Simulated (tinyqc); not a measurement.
Changing the doping N: specific resistance of a metal-semiconductor contact and its transmission-line measurement. Computed by tinyqc, a small Python program. Command: `OMP_NUM_THREADS=1 python tinyqc.py 3025501 3025502 out.jsonl contact sweep`. One thread of a shared host (Intel(R) Xeon(R) Processor @ 2.30GHz), about 0.01 s of CPU time with the checks.

The barrier is parabolic (depletion approximation), energies E are normal energies counted from the band edge in the neutral semiconductor (downwards for holes), and the bias is zero. xi is an input, held fixed when other inputs move.

Inputs (values chosen for the exercise, modelled on n-type GaAs):
```
quantity                                         value          unit
tunnelling mass m                                0.069           m_0
permittivity eps                                  12.9             -
Richardson constant A*                            8.39  A/(cm^2 K^2)
barrier height phi_B                               0.6            eV
Fermi level above the band edge in the bulk, xi   0.15            eV
temperature T                                      400             K
```

Image-force lowering: included.

Constants: hbar = 1.054571817e-34 J s; eps_0 = 8.8541878128e-12 F/m; m_0 = 9.1093837015e-31 kg; k_B = 8.617333262e-05 eV/K; e = 1.602176634e-19 C.

Method:
- E_00 = (e hbar/2) sqrt(N/(eps eps_0 m)); band bending E_b = phi_B + xi; depletion width w = sqrt(2 eps eps_0 E_b/(e^2 N)). Image lowering d_phi = (e^3 N E_b/(8 pi^2 (eps eps_0)^3))^(1/4) (E_b in volts), and E_b - d_phi replaces E_b everywhere except in w.
- WKB transmission for E < E_b, with a = E/E_b: D = exp{-(E_b/E_00) [sqrt(1 - a) - a ln((1 + sqrt(1 - a))/sqrt(a))]}; D = 1 above.
- At zero bias 1/rho_c = (e A*/k_B^2) int D(E) f(E) dE, f = 1/(1 + exp((E - xi)/k_B T)); 200 Gauss-Legendre points from 0 to E_b, and k_B T ln(1 + exp((xi - E_b)/k_B T)) for the part above the barrier; the share of tunnelling is the part below.

One run for each value; columns: (1) doping N (1/cm^3); (2) specific contact resistance rho_c (ohm cm^2); (3) E_00/k_B T; (4) share of tunnelling (%); (5) depletion width (nm):
```
(1)             (2)    (3)     (4)    (5)
1.00e+17  7.633e-02  0.181   73.67  103.4
1.90e+17  4.078e-02  0.249   82.76   75.0
3.60e+17  1.781e-02  0.343   90.45   54.5
6.70e+17  6.033e-03  0.467   95.76   40.0
1.30e+18  1.260e-03  0.651   98.76   28.7
2.40e+18  1.974e-04  0.884   99.72   21.1
4.50e+18  2.437e-05  1.211   99.95   15.4
8.40e+18  3.478e-06  1.655   99.99   11.3
1.60e+19  6.410e-07  2.284  100.00    8.2
3.00e+19  1.734e-07  3.127  100.00    6.0
```

Over the rows, specific contact resistance rho_c (ohm cm^2) falls from 0.0763 to 1.73e-7 (exponent d ln y / d ln x -0.98 between the first rows and -2.1 between the last); E_00/k_B T rises from 0.181 to 3.13 (exponent d ln y / d ln x about 0.50 throughout); share of tunnelling (%) rises from 73.7 to 100.0. The exponent of depletion width stays at -0.50: the depletion approximation. xi is held fixed. Doping thins the barrier, and the tunnelling exponent, of order phi_B/E_00, falls as N^(-1/2).
